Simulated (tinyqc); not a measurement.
## Body thickness for a wanted scale length

Inverse problem. A double-gate structure has tan(pi ti/Lambda) tan(pi ts/(2 Lambda)) = ei/eps_r, both angles below pi/2. Find ts.

Inputs (values chosen for the exercise); permittivities: semiconductor close to that of silicon, insulator close to that of silicon dioxide:
```
symbol  value  unit                                     meaning
eps_r    11.5        relative permittivity of the semiconductor
ei       3.97            relative permittivity of the insulator
ti        2.4    nm                         insulator thickness
```

Lambda = 26.903319 nm

Answer. The condition is explicit in ts: an arctangent, taken between 0 and pi/2.

ts = 15.00 nm

Numbers from tinyqc (`OMP_NUM_THREADS=1 python tinyqc.py 2420120 2420121 out.jsonl`; about 0.01 s on one thread of a shared Intel Xeon 2.30GHz).
